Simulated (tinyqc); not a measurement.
Implant damage, amorphisation by cascade overlap, and solid-phase epitaxial regrowth: one step, computed by the program tinyqc.

Range and width of the damage are inputs. Dynamic annealing enters only through the surviving share f.

Problem. Overlap model. Gibbons model: a point turns amorphous after n + 1 hits; with y = A_i Q the amorphous share is 1 - exp(-y) sum_(k=0..n) y^k/k!. Doses are set by y.

Inputs (values chosen for the exercise, modelled on silicon ions in germanium): overlaps needed n = 1; area amorphised by one track A_i = 3.7 nm^2.

Give: the table «Amorphous share» with the columns Q (1/cm^2), direct impact (n = 0), given n, for y = 0.1, 0.3, 0.6, 1.0, 2.0, 3.0, 5.0, 8.0.

Solution.

Amorphous share:
```
y    Q (1/cm^2)  direct impact (n = 0)  given n
0.1  2.7027e+12                0.09516  0.00468
0.3  8.1081e+12                0.25918  0.03694
0.6  1.6216e+13                0.45119  0.12190
1.0  2.7027e+13                0.63212  0.26424
2.0  5.4054e+13                0.86466  0.59399
3.0  8.1081e+13                0.95021  0.80085
5.0  1.3514e+14                0.99326  0.95957
8.0  2.1622e+14                0.99966  0.99698
```

At small y the share grows as y^2; between the first rows the exponent is 1.88.
